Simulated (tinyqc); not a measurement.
Band bending at a free surface with a continuum of surface states, surface photovoltage and Kelvin probe: one step of the calculation.

n-type bulk, xi = Ec - EF = Vt ln(Nc/Nd), p0 = ni^2/Nd, ni = sqrt(Nc Nv) exp(-Eg/(2 Vt)), Eg in volts. b is the upward band bending, u = b/Vt. Space charge per area, in units of q: Qc = sign(b) sqrt((2 eps0 eps_r Vt/q) [(Nd + dn)(exp(-u) - 1) + Nd u + (p0 + dn)(exp(u) - 1)]), with dn the excess density under light (flat quasi-Fermi levels; 0 in the dark). The states hold -Ds (E0 - xi - b): negative while the Fermi level lies above the neutrality level. Neutrality: Qc + Qf + (charge of the states) = 0.

Task. Band bending in the dark. Fixed-point step: b(new) = E0 - xi - (Qc(b) + Qf)/Ds.

Inputs (values chosen for the exercise); band and dielectric values close to those of indium phosphide: temperature T = 300 K; band gap Eg = 1.31 eV; relative permittivity eps_r = 12.5; conduction-band density of states at T Nc = 5.6e17 cm^-3; valence-band density of states at T Nv = 1.11e19 cm^-3; donor density Nd = 2.6e16 cm^-3; fixed positive charge at the surface Qf = 0 cm^-2; density of surface states Ds = 1.8e12 cm^-2 eV^-1; depth of their neutrality level below the conduction edge E0 = 0.63 eV.

Constants: q = 1.602176634e-19 C, kB = 1.380649e-23 J/K, Vt = kB T/q, eps0 = 8.8541878128e-14 F/cm where lengths are in cm. Results are converted to the units shown.

b at the start = 0.44 V

Wanted: b after iteration 1.

Result.

b after iteration 1 = 0.3364 V

Numbers from tinyqc (`OMP_NUM_THREADS=1 python tinyqc.py 2430091 2430092 out.jsonl`; about 0.01 s on one thread of a shared Intel Xeon 2.30GHz).
